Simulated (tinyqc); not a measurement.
Inside a calculation: density of states of one tight-binding band on the square lattice. Values are carried at full precision from step to step, so a last printed digit may differ when a step is redone from the rounded ones.

E(k) = -2 t (c1 + c2) - 4 t2 c1 c2 with ci = cos(2 pi ki); k in fractions of the reciprocal vectors, mesh k_i = j/N with j = 0 .. N-1. Densities are per cell and per spin, so the band holds one state.

Parameters, chosen for this exercise:
```
symbol  value   unit  meaning
t       1.34    eV    nearest hopping
t2      0.01    eV    second hopping
N       6             mesh points along each axis
bins    10            bins of the histogram
E_lo    -5.413  eV    lower end of the histogram
E_hi    5.417   eV    upper end
E       0.38    eV    energy at which the density is wanted
sigma   0.402   eV    Gaussian width
```

## Energies on the mesh

Evaluate the band at all 36 points and collect equal values.

Distinct energies:
```
E_k (eV)  points
-5.4000        1
-4.0400        4
-2.6900        4
-1.3200        4
0.0100         8
0.0400         2
1.3600         4
2.6700         4
4.0000         4
5.3200         1
```

The 36 points give 10 distinct energies between -5.4000 and 5.3200 eV; a dense mesh gives a band from -5.400 to 5.320 eV.

## Histogram

Count the points in equal bins from E_lo to E_hi; g = count/(all points x bin width).

Histogram:
```
from (eV)  to (eV)  points  g (1/eV)
-5.4130    -4.3300       1    0.0256
-4.3300    -3.2470       4    0.1026
-3.2470    -2.1640       4    0.1026
-2.1640    -1.0810       4    0.1026
-1.0810     0.0020       0    0.0000
0.0020      1.0850      10    0.2565
1.0850      2.1680       4    0.1026
2.1680      3.2510       4    0.1026
3.2510      4.3340       4    0.1026
4.3340      5.4170       1    0.0256
```

Empty bins: 1 of 10; the fullest holds 10 points. Empty bins inside the band come from the coarse mesh, not from gaps.

## Gaussian broadening at one energy

Gaussian broadening: g(E) = mean over the mesh of exp(-(E - E_k)^2/(2 sigma^2))/(sigma sqrt(2 pi)), n(E) = mean of erfc((E_k - E)/(sigma sqrt 2))/2.

Sum over the distinct energies with their counts.

n(E) = 0.5890
g(E) = 0.1886 1/eV

## One triangle of the mesh

For corner energies e1 <= e2 <= e3 and eij = ei - ej, the share of the triangle below E is n = (E - e1)^2/(e21 e31) for e1 < E < e2 and n = 1 - (e3 - E)^2/(e31 e32) for e2 < E < e3; its density of states is g = dn/dE.

corner energies, sorted (eV): 0.0100  1.3600  2.6700

Find its share below E and its density of states at E.

n = 0.0381
g = 0.2061 1/eV

E lies between corners 1 and 2.

## Sum over all linear triangles

Each square of the mesh is cut along (i, j)-(i+1, j+1) into two triangles. For corner energies e1 <= e2 <= e3 and eij = ei - ej, the share of the triangle below E is n = (E - e1)^2/(e21 e31) for e1 < E < e2 and n = 1 - (e3 - E)^2/(e31 e32) for e2 < E < e3; its density of states is g = dn/dE.

Average n and g over all pieces of the mesh. The reference uses the same method with N = 240.

n(E) = 0.5701
g(E) = 0.1808 1/eV
reference n(E) = 0.569
reference g(E) = 0.157 1/eV

On this mesh the linear method errs by +0.024 1/eV in g and +0.001 in n; the Gaussian sum erred by +0.032 and +0.020.

## Checks

- States below the top of the band by the linear method against one: both 1.000000.

Program tinyqc; command `OMP_NUM_THREADS=1 python tinyqc.py 1680291 1680292 out.jsonl`; about 0.08 s on one thread of a shared Intel(R) Xeon(R) Processor @ 2.30GHz.
